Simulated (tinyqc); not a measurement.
Worked calculation: dielectric confinement in a thin film (image charges). Values are carried at full precision from step to step, so a last printed digit may differ when a step is redone from the rounded ones.

A film |z| < t/2 of dielectric constant eps between half-spaces of dielectric constant e2; lam = (eps - e2)/(eps + e2), q = e^2/(4 pi eps0). The self-energy of a band edge is taken with the high-frequency value, e2 = eh, and the field of a fixed ion with the static one, e2 = eo. A charge at z has images lam^|n| at n t + (-1)^n z. Its self-energy is S(z) = (q/2 eps) sum over n >= 1 of lam^n [1/(n t - 2z) + 1/(n t + 2z)] for odd n and 2 lam^n/(n t) for even n; at the centre S(0) = -(q/(eps t)) ln(1 - lam).

Constants: e^2/(4 pi eps0) = 14.39964547 eV angstrom; hbar^2/2m0 = 3.80998211 eV angstrom^2; Ry = 13.60569312 eV.

Parameters, chosen for this exercise (near those of a Ge film between layers of HfO2; not measured data): t = 60 angstrom (film thickness); eps = 16.1 (dielectric constant of the film); eh = 4.1 (high-frequency dielectric constant outside); mz = 0.124 m0 (mass across the film); eo = 21.9 (static dielectric constant outside); m = 0.156 m0 (mass in the plane).

## Images for a charge at the centre

Give lam, the first five terms (q/eps) lam^n/(n t), their sum and the closed form.

lam = 0.5941

terms (meV): [8.86, 2.63, 1.04, 0.46, 0.22]

sum of five = 13.21 meV
S(0) = 13.44 meV

The surroundings screen less than the film, so the images repel and each band edge moves outwards: the gap changes by about 2 S = +27 meV. The static value 21.9 would give S(0) = -2.1 meV.

## Self-energy across the film

S at 2z/t = 0, 0.2, 0.4, 0.6, 0.8 and 0.9, summed to n = 399.

Self-energy:
```
2z/t  z (angstrom)  S (meV)
0.0            0.0    13.44
0.2            6.0    13.81
0.4           12.0    15.15
0.6           18.0    18.47
0.8           24.0    29.27
0.9           27.0    51.30
```

Towards the wall S diverges as (q lam/4 eps)/(distance), an artefact of the abrupt interface that the vanishing envelope makes harmless.

## Shift of the subband edge

First order: <S> over the envelope (2/t) cos^2(pi z/t), beside the confinement energy c (pi/t)^2/mz, c = hbar^2/2m0.

<S> = 15.39 meV
confinement energy = 84.24 meV

|<S>| is 0.18 times the confinement energy; the first goes as 1/t and the second as 1/t^2, so they are equal at t = 328 angstrom.

## Binding of a donor

Donor at the centre, lam from the static eo, trial function cos(pi z/t) exp(-rho/l): E(l) = c/(m l^2) - (q/eps) times the integral over k of F(k t) (1 + (k l/2)^2)^(-3/2), with F(x) = F0 + 2 lam exp(-x) G/(1 - lam exp(-x)), F0 = 2[(1 - exp(-x/2))/x + x (1 + exp(-x/2))/(x^2 + 4 pi^2)], G = 2 sinh(x/2)[1/x - x/(x^2 + 4 pi^2)]; c = hbar^2/2m0. The binding energy is -E at the minimum, counted from the subband edge with its self-energy.

Minimise over l with and without images (lam = 0); Ry* = Ry m/eps^2.

Donor:
```
case         l (angstrom)  binding (meV)  in Ry*
no images            45.1           18.3    2.24
with images          46.6           14.9    1.82
```

Ry* = 8.19 meV

The images change the binding by -3.4 meV, against -2 (q/(eps t)) ln(1 - lam) = -4.2 meV for an orbit much smaller than t. At 300 K the binding is 0.6 kB T.

## Checks

- S(0) from the series against the closed form, meV: both 13.44.
- F(2.3) for lam = 0.5941 from a direct sum over images against the closed form: both 0.8675.

(tinyqc, `OMP_NUM_THREADS=1 python tinyqc.py 1280491 1280492 out.jsonl`, Intel(R) Xeon(R) Processor @ 2.30GHz, 1 thread, shared host, about 0.07 s.)
